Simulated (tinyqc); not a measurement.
Energy against coordination: Gupta-type many-body potential for a metal. Computed by tinyqc, a small Python program. Command: `OMP_NUM_THREADS=1 python tinyqc.py 3029774 3029775 out.jsonl gupta walk`. One thread of a shared host (Intel(R) Xeon(R) Processor @ 2.30GHz), about 0.01 s of CPU time with the checks.

E_i = sum_j A exp(-p (r_ij/r0 - 1)) - xi rho_i^gamma, with rho_i = sum_j exp(-2 q (r_ij/r0 - 1)); gamma = 1/2 is the tight-binding second-moment form. The crystal is fcc unless stated; d is the neighbour distance and a fixed number of shells is kept.

Inputs (values chosen for the exercise, for a model metal): repulsion A = 0.122 eV; hopping xi = 0.831 eV; decay p = 8.6; decay q = 2.51; reference distance r0 = 2.864 angstrom; embedding exponent gamma = 0.6.

Method. Nearest neighbours only, z equal bonds relaxed to their best length: r/r0 = 1 + ln[A p z^(1 - gamma)/(2 q gamma xi)]/(p - 2 q gamma), E = z A exp(-p (r/r0 - 1)) - xi [z exp(-2 q (r/r0 - 1))]^gamma.

Relaxed bonds:
```
z   r (angstrom)  E per atom (eV)  E/z (eV)
1         2.4184          -0.8628  -0.86276
2         2.5605          -1.1262  -0.56308
3         2.6436          -1.3161  -0.43870
4         2.7026          -1.4700  -0.36750
6         2.7857          -1.7179  -0.28632
8         2.8447          -1.9188  -0.23985
9         2.8688          -2.0077  -0.22308
12        2.9278          -2.2424  -0.18687
```

What follows from these numbers?

Bonds lengthen from 2.418 to 2.928 angstrom between z = 1 and 12, and |E| grows as z^0.384, the exponent gamma (p - 2q)/(p - 2 q gamma) = 0.384; pair bonds would give z^1 at a fixed length.

Extremes, crossings and ranges named in words are read from the listed rows.
